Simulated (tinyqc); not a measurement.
# Series resistance and mobility from two gate lengths

Question. At small Vds the total resistance times width is 2 Rs + L/(mu Q), with the same mu and Q at both lengths. Find mu and Rs.

total resistance at L = 30 and 120 nm (ohm um): [109.01961, 256.07843]
Q = 0.9 uC/cm^2

Solution. The slope against L is 1/(mu Q), and the intercept at L = 0 is 2 Rs.

mu = 680.0 cm^2/(V s)
Rs = 30.00 ohm um

Numbers from tinyqc (`OMP_NUM_THREADS=1 python tinyqc.py 2380062 2380063 out.jsonl`; about 0.01 s on one thread of a shared Intel Xeon 2.30GHz).
